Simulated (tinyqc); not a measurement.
Free and trapped electrons in a MOS channel with a dense trap tail: effect of the temperature.

p-type body, charge-sheet picture, full ionisation (an idealisation for deep acceptors), Boltzmann statistics for free electrons. e = Ec - EF at the surface. Acceptor-like traps of density D(E) = D0 + De exp(-E/Ew) at depth E below Ec, from 0 to Eu, hold n_t = integral of D(E)/(1 + exp((e - E)/Vt)). psi = Eg - Vt ln(Nv/Na) - e; N_dep = sqrt(2 eps0 eps_r Na (psi - Vt)/q); n_f = sqrt(N_dep^2 + 2 eps0 eps_r Vt Nc exp(-e/Vt)/q) - N_dep; Vg = Vfb + psi + q (N_dep + n_t + n_f)/Cox, Cox = eps0 eox/tox.

Nc and Nv are given at 300 K and scale as (T/300 K)^1.5; Eg, Vfb and mf are held fixed. VT is the Vg for n_f = 1e11 cm^-2; swing ln 10 n_f/(dn_f/dVg) at n_f = 1e8 cm^-2; the last three columns are for Vg = VT + 2.8 V, with free share n_f/(n_f + n_t) and field-effect mobility mf q (dn_f/dVg)/Cox; there EF is near the band edge, where Boltzmann statistics are rough.

Inputs (values chosen for the exercise); band and dielectric values close to those of 4H silicon carbide: band gap Eg = 3.21 eV; relative permittivity eps_r = 9.7; conduction-band density of states at the reference temperature Nc = 1.72e19 cm^-3; valence-band density of states at the reference temperature Nv = 2.48e19 cm^-3; relative permittivity of the insulator eox = 3.9; insulator thickness tox = 35 nm; acceptor density Na = 9.2e15 cm^-3; flat-band voltage without trapped charge Vfb = -2.82 V; constant background density of acceptor-like traps D0 = 2.3e11 cm^-2 eV^-1; density of the tail at the conduction edge De = 8e12 cm^-2 eV^-1; decay energy of the tail Ew = 0.06 eV; depth below Ec down to which the traps reach Eu = 0.66 eV; mobility of free electrons mf = 220 cm^2/(V s).

Constants: q = 1.602176634e-19 C, kB = 1.380649e-23 J/K, Vt = kB T/q, eps0 = 8.8541878128e-14 F/cm where lengths are in cm. Results are converted to the units shown.

Effect of the temperature:

| T (K) | e at VT (eV) | VT (V) | q n_t/Cox at VT (V) | swing (mV/decade) | n_f (cm^-2) | free share (%) | field-effect mobility (cm^2/(V s)) |
|---|---|---|---|---|---|---|---|
| 200 | 0.04611 | 1.891 | 0.6234 | 97.72 | 1.571e12 | 72.55 | 210.8 |
| 250 | 0.06987 | 1.702 | 0.5070 | 96.58 | 1.522e12 | 73.09 | 205.6 |
| 300 | 0.09592 | 1.533 | 0.4146 | 102.3 | 1.496e12 | 74.23 | 201.0 |
| 350 | 0.1239 | 1.382 | 0.3433 | 112.6 | 1.486e12 | 75.78 | 197.5 |
| 400 | 0.1535 | 1.244 | 0.2888 | 125.6 | 1.486e12 | 77.52 | 195.1 |
| 450 | 0.1846 | 1.116 | 0.2466 | 140.0 | 1.490e12 | 79.31 | 193.8 |
| 500 | 0.2171 | 0.9939 | 0.2134 | 154.1 | 1.497e12 | 81.06 | 193.1 |
| 550 | 0.2508 | 0.8759 | 0.1863 | 164.2 | 1.504e12 | 82.71 | 193.0 |

Read the table: what changes, and by how much?

As T goes from 200 to 550, VT falls from 1.89 to 0.876 V, its part due to traps falls from 0.623 to 0.186 V, the swing goes from 97.7 through a minimum of 96.6 (at T = 250 among the rows listed) to 164 mV/decade and the field-effect mobility falls from 211 to 193 cm^2/(V s). On heating the same n_f is reached with EF deeper in the gap, where fewer tail states are filled.

tinyqc, about 0.02 s, one thread, Intel Xeon 2.30GHz (shared host): `OMP_NUM_THREADS=1 python tinyqc.py 2222044 2222045 out.jsonl`
